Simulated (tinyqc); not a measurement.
Deformation-potential model of the L valleys of a conduction band: one step. Piezoresistance from repopulation. Two cases, with inputs chosen for the exercise.

Task: For small stress d(rho)/rho = pi X. For valleys on the <111> axes pi11 = pi12 = 0 and pi44 = -Xu s44/(3 kT) x (K - 1)/(2K + 1), K = ml/mt. For stress along [110]: pi_l = (pi11 + pi12 + pi44)/2 with the current along it and pi_t = (pi11 + pi12 - pi44)/2 with the current along [1-10]. 1/GPa = 100 x 1e-11/Pa.

Constants: kB = 8.617333262e-05 eV/K.

Give: K; pi11, pi12, pi44; pi_l, pi_t for [110].

Case 1.

Values chosen (near those of Ge; the results hold for these values, not for the real material): ml = 1.621 m0 (longitudinal mass); mt = 0.084 m0 (transverse mass); Xu = 16.71 eV (uniaxial potential); T = 400 K (temperature).

s11, s12, s44 (1/TPa): 9.908316  -2.733909  14.925373

Result:

K = 19.298

pi11, pi12, pi44 (1e-11/Pa): 0.0  0.0  -111.5

pi_l, pi_t for [110] (1e-11/Pa): -55.7  55.7

Case 2.

Values chosen (near those of Ge; the results hold for these values, not for the real material): ml = 1.606 m0 (longitudinal mass); mt = 0.082 m0 (transverse mass); Xu = 15.99 eV (uniaxial potential); T = 300 K (temperature).

s11, s12, s44 (1/TPa): 9.832523  -2.683122  14.925373

Result:

K = 19.585

pi11, pi12, pi44 (1e-11/Pa): 0.0  0.0  -142.4

pi_l, pi_t for [110] (1e-11/Pa): -71.2  71.2

Only the transfer between valleys is counted; changes of mass and of intervalley scattering add to it in a real crystal.

Computed by tinyqc, one run a case: `OMP_NUM_THREADS=1 python tinyqc.py N N+1 out.jsonl` with N = 1081002, 1081502; one thread of a shared Intel(R) Xeon(R) Processor @ 2.30GHz, about 0.02 s a run at most.
